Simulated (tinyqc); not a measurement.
# Polarisation charge from two barrier thicknesses

Inverse problem. Voff = phiB - dEc - q sigma d/(eps0 eb). Find sigma, phiB - dEc and the thickness at which Voff = 0.

Constants: q = 1.602176634e-19 C, eps0 = 8.8541878128e-14 F/cm where lengths are in cm. Results are converted to the units shown.

Voff at d = 14 and 37 nm (V): [-2.6274378, -8.1925141]
eb = 9.21

Answer. Voff is a straight line in d: its slope is -q sigma/(eps0 eb) and its intercept phiB - dEc.

sigma = 1.232e13 cm^-2
phiB - dEc = 0.7600 V
thickness for Voff = 0 = 3.141 nm

Program tinyqc, `OMP_NUM_THREADS=1 python tinyqc.py 2180091 2180092 out.jsonl`; Intel Xeon 2.30GHz, shared host, one thread, about 0.01 s.
